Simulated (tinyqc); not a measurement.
From results back to parameters: deformation-potential model of the X valleys of a conduction band. Three cases, with inputs chosen for the exercise.

Problem. An ellipsoidal valley with ml > mt has the density-of-states mass m_d = (ml mt^2)^(1/3) and, averaged over equivalent valleys, the conductivity mass m_c = 3/(1/ml + 2/mt).

Find: K = ml/mt; mt; ml.

Method. With K = ml/mt, m_d/m_c = K^(1/3) (2 + 1/K)/3, which rises steadily for K > 1 and so fixes K; then mt = m_d K^(-1/3) and ml = K mt.

Case 1.

m_d = 0.4861312 m0
m_c = 0.3407420 m0

Solution.

K = ml/mt = 8.207
mt = 0.241 m0
ml = 1.978 m0

Case 2.

m_d = 0.3555500 m0
m_c = 0.2744411 m0

Solution.

K = ml/mt = 5.704
mt = 0.199 m0
ml = 1.135 m0

Case 3.

m_d = 0.5107469 m0
m_c = 0.3612550 m0

Solution.

K = ml/mt = 7.941
mt = 0.256 m0
ml = 2.033 m0

Computed by tinyqc, one run a case: `OMP_NUM_THREADS=1 python tinyqc.py N N+1 out.jsonl` with N = 1051018, 1051157, 1051234; one thread of a shared Intel(R) Xeon(R) Processor @ 2.30GHz, about 0.03 s a run at most.
